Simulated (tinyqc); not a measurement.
Polycrystalline film, grain-boundary barriers (Seto model): effect of the trap density at a boundary.

One-dimensional grains of size Lg with donors N; each boundary has Qt acceptor-like traps per area at one level Et below the band edge. Trapped electrons qt deplete a width w = qt/N (both sides together) and raise a barrier Vb = q N w^2/(8 eps0 eps_r). Current crosses the barriers by thermionic emission at small bias. Abrupt depletion, full ionisation, Boltzmann statistics.

Partly depleted grains: the density at the grain centre is n0 = N and qt = Qt/(1 + 2 (Nc/N) exp((Vb - Et)/Vt)). If that gives qt >= N Lg, the grains are fully depleted: qt = N Lg, w = Lg and n0 = 2 Nc exp((Vb - Et)/Vt)/(Qt/(N Lg) - 1). Resistivity: barriers rb = Vt exp(Vb/Vt)/(q n0 vc Lg), grain interior rg = (1 - w/Lg)/(q mg N); effective mobility 1/(q N (rb + rg)).

Parameters, values chosen for the exercise; values close to those of polycrystalline silicon: temperature T = 250 K; relative permittivity of the semiconductor eps_r = 11.7; grain size Lg = 200 nm; donor density N = 1.3e17 cm^-3; mobility inside a grain mg = 190 cm^2/(V s); collection velocity at the barrier vc = 6.8e6 cm/s; conduction-band density of states at T Nc = 2.13e19 cm^-3; trap level below the band edge Et = 0.49 eV.

Constants: q = 1.602176634e-19 C, kB = 1.380649e-23 J/K, Vt = kB T/q, eps0 = 8.8541878128e-14 F/cm where lengths are in cm. Results are converted to the units shown.

The same in every row: n0 (cm^-3) = 1.300e17.

Result of one run:

| Qt (cm^-2) | w/Lg | Vb (V) | resistivity (ohm cm) |
|---|---|---|---|
| 3.7e12 | 0.6079 | 0.3715 | 2.350e5 |

What becomes of these results when the trap density at a boundary Qt is changed from 3.7e12 to 8e12 cm^-2, all else the same?

Result of the changed run:

| Qt (cm^-2) | w/Lg | Vb (V) | resistivity (ohm cm) |
|---|---|---|---|
| 8e12 | 0.6265 | 0.3946 | 6.854e5 |

The whole series:

| Qt (cm^-2) | w/Lg | Vb (V) | resistivity (ohm cm) |
|---|---|---|---|
| 5.3e11 | 0.2038 | 0.04177 | 0.2541 |
| 7.9e11 | 0.3038 | 0.09281 | 0.7410 |
| 1.2e12 | 0.4611 | 0.2138 | 155.2 |
| 1.7e12 | 0.5681 | 0.3245 | 2.644e4 |
| 2.5e12 | 0.5941 | 0.3549 | 1.084e5 |
| 3.7e12 | 0.6079 | 0.3715 | 2.350e5 |
| 5.4e12 | 0.6178 | 0.3837 | 4.138e5 |
| 8e12 | 0.6265 | 0.3946 | 6.854e5 |

As Qt goes from 5.3e11 to 8e12 cm^-2, the barrier rises from 0.0418 to 0.395 V and the resistivity rises from 0.254 to 6.85e5 ohm cm. The grains are fully depleted in 0 of the 8 rows. At Qt = 5.3e11 cm^-2 the barrier is under 2 Vt, where the depletion and emission pictures are rough.

tinyqc, about 0.01 s, one thread, Intel Xeon 2.30GHz (shared host): `OMP_NUM_THREADS=1 python tinyqc.py 2610040 2610041 out.jsonl`
